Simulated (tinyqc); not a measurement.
What each parameter does: two-band k.p model of the X valleys of a zinc-blende crystal.

k along the valley axis, counted from X, c = hbar^2/2m0, e = c k^2/ml. H = [[e - D/2, i P k], [-i P k, e + D/2]] with P^2 = D0 c/ml, so E = e -/+ sqrt(D^2/4 + D0 e). For D = 0 (diamond lattice) the bands cross at X.

With x = D/D0: for x < 1 the minima lie at k_m = sqrt(ml D0 (1 - x^2)/(4 c)), the hump at X has the height dE = (D0/4)(1 - x)^2 and the mass at the minimum is ml/(1 - x^2); the mass at X is ml/(1 - 1/x), negative for x < 1. For x > 1 the minimum is at X.

Thermal masses along the axis for one X point, lower band, E from the minimum, on 1601 points from -0.8 to 0.8 1/angstrom: density-of-states mass m_d = c I^2/(pi kT), I = integral of exp(-E/kT) dk; conductivity mass m_c = 2 c kT/<(dE/dk)^2> with central differences.

Constants: hbar^2/2m0 = 3.80998211 eV angstrom^2; kB = 8.617333262e-05 eV/K.

Inputs chosen for the exercise (of the order of those of AlAs; shifted at random, so the results belong to these values and not to a real crystal): D = 0.391 eV (splitting of the two conduction levels at X); D0 = 0.133 eV (coupling energy); ml = 0.659 m0 (mass along the axis from remote bands); T = 20 K (temperature).

Shape of the lower band and thermal masses.

One parameter was then changed.

Results before and after:
```
case     k_m (1/angstrom)  dE (meV)  m_d (m0)  m_c (m0)
base               0.0000     0.000     0.997     0.995
changed            0.0000     0.000     1.027     1.025
```

Which of these changes was made? (a) D = 0.4027 eV; (b) D0 = 0.129 eV; (c) T = 19.4 K; (d) ml = 0.6788 m0.
Answer: (d) ml = 0.6788 m0. Of the candidates, run in turn, only this one gives the changed row.

All candidates:
```
case            k_m (1/angstrom)  dE (meV)  m_d (m0)  m_c (m0)
base                      0.0000     0.000     0.997     0.995
D = 0.4027 eV             0.0000     0.000     0.982     0.981
D0 = 0.129 eV             0.0000     0.000     0.982     0.980
ml = 0.6788 m0            0.0000     0.000     1.027     1.025
T = 19.4 K                0.0000     0.000     0.997     0.995
```

Computed by tinyqc, a small Python program: `OMP_NUM_THREADS=1 python tinyqc.py 1850822 1850823 out.jsonl` (the numbers bound the seed that draws the inputs); one thread of a shared host (Intel(R) Xeon(R) Processor @ 2.30GHz), about 0.01 s for the whole set of steps.
